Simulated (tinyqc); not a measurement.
Gate sheet resistance from two finger widths.

Inverse problem. At low frequency R = Rsh Wf/(3 L) + B/Wf, where B collects the channel and vertical terms. Find Rsh, B and the width of lowest R.

Values chosen for this exercise: channel length L = 1.3 um.

input resistance of single fingers, contacted at one end, of width 1.3 and 6.1 um (ohm): 45.974359  26.221522

Answer. R Wf is a straight line in Wf^2; the minimum of R lies where both terms are equal.

Rsh = 11.0 ohm/square
B = 55.0 ohm um
width of lowest R = 4.42 um

Computed by the program tinyqc: `OMP_NUM_THREADS=1 python tinyqc.py 2262137 2262138 out.jsonl`, one thread of a shared Intel Xeon 2.30GHz, about 0.01 s for the whole run.
